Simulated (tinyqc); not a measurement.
Full spectrum, Debye and Einstein heat capacities: Born-von Karman spring model of a cubic crystal with one atom per cell. Computed by tinyqc, a small Python program. Command: `OMP_NUM_THREADS=1 python tinyqc.py 3029890 3029891 out.jsonl springs walk`. One thread of a shared host (Intel(R) Xeon(R) Processor @ 2.30GHz), about 0.1 s of CPU time with the checks.

First neighbours lie at a/2 (1,1,1) (8 of them), second at a (1,0,0) (6), with all permutations and signs; the volume per atom is Omega = a^3/2. Two shells of springs match a real metal only roughly, above all at the zone boundary.

Inputs (values chosen for the exercise, modelled on molybdenum):

| quantity | value | unit |
|---|---|---|
| lattice constant a | 3.147 | angstrom |
| atomic mass M | 95.95 | u |
| radial spring k1L | 3.89 | eV/angstrom^2 |
| transverse spring k1T | -0.03 | eV/angstrom^2 |
| radial spring k2L | 3.6 | eV/angstrom^2 |
| transverse spring k2T | -0.19 | eV/angstrom^2 |

Lattice: bcc.

Constants: 1 eV/angstrom^3 = 160.2176634 GPa; u = 1.6605390666e-27 kg; hbar = 1.054571817e-34 J s; k_B = 1.380649e-23 J/K; nu for 1 eV/(angstrom^2 u) = 15.6333042 THz; h x 1 THz = 4.135667696 meV; k_B = 8.617333262e-05 eV/K.

Method:
- [ij,kl] = (1/(2 Omega)) sum_R K_ij R_k R_l; C11 = [xx,xx], C44 = [xx,yy], C12 = 2 [xy,xy] - C44; B = (C11 + 2 C12)/3; Zener ratio A = 2 C44/(C11 - C12). K(R) = kL n n^T + kT (1 - n n^T).
- rho = M/Omega and v = sqrt(C/rho), with C = C11, C44, C44 along [100]; (C11 + C12 + 2 C44)/2, C44, (C11 - C12)/2 along [110]; (C11 + 2 C12 + 4 C44)/3 and twice (C11 - C12 + C44)/3 along [111].
- Christoffel matrix G_xx = C11 n_x^2 + C44 (1 - n_x^2), G_xy = (C12 + C44) n_x n_y, with eigenvalues rho v^2; v_m^-3 is the mean of v^-3 over three branches and all directions (12 Gauss-Legendre points in cos(theta) times 24 angles phi = (j + 1/2) pi/12); q_D = (6 pi^2/Omega)^(1/3); Theta = hbar v_m q_D/k_B.
- A neighbour at R with unit vector n couples by the matrix K(R) = kL n n^T + kT (1 - n n^T), and D(q) = (1/M) sum_R K(R) [1 - cos(q.R)].
- An eigenvalue lambda of D in eV/(angstrom^2 u) gives nu = 15.6333042 THz x sqrt(lambda).
- Mesh: q = sum_i (m_i + 1/2)/n b_i, m_i = 0..n-1, with b = [[0, 1, 1], [1, 0, 1], [1, 1, 0]] in 2 pi/a; sums are averages over the n^3 points (here n = 14), per atom.
- With x = h nu/(k_B T) and n = 1/(exp(x) - 1) for each mode: F = k_B T [x/2 + ln(1 - exp(-x))], U = k_B T x (n + 1/2), S/k_B = x n - ln(1 - exp(-x)), C/k_B = x^2 n (n + 1).
- Debye: C = 9 k_B (T/Theta)^3 int_0^(Theta/T) x^4 e^x/(e^x - 1)^2 dx with the elastic Theta. Einstein: three modes at the root-mean-square frequency. The last column is the Theta that makes the Debye formula give the full C at that T.

elastic Debye temperature = 475.291 K

root-mean-square frequency = 6.5130 THz

Heat capacity (k_B/atom):

| T (K) | full spectrum | Debye | Einstein | Theta from C (K) |
|---|---|---|---|---|
| 57 | 0.5622 | 0.3727 | 0.3779 | 402.17 |
| 86 | 1.2342 | 0.9316 | 1.1035 | 400.39 |
| 120 | 1.8183 | 1.5268 | 1.7544 | 401.19 |
| 170 | 2.3035 | 2.0904 | 2.2806 | 402.13 |
| 240 | 2.6166 | 2.4852 | 2.6096 | 402.76 |
| 360 | 2.8200 | 2.7540 | 2.8184 | 403.17 |
| 480 | 2.8967 | 2.8579 | 2.8962 | 403.33 |
| 710 | 2.9521 | 2.9338 | 2.9520 | 403.44 |

The apparent Theta runs from 400 to 403 K against the elastic 475 K; at high T it tends to sqrt(5/3) h nu_rms/k_B = 404 K. At the lowest T the Debye value is 0.66 and the Einstein value 0.67 times the full one; dispersion bends the branches below the sound lines, so the real spectrum has more low modes than Debye assumes. At the highest T Debye misses by 0.62 % and Einstein by 0.0037 %.

Extremes, crossings and ranges named in words are read from the listed rows.
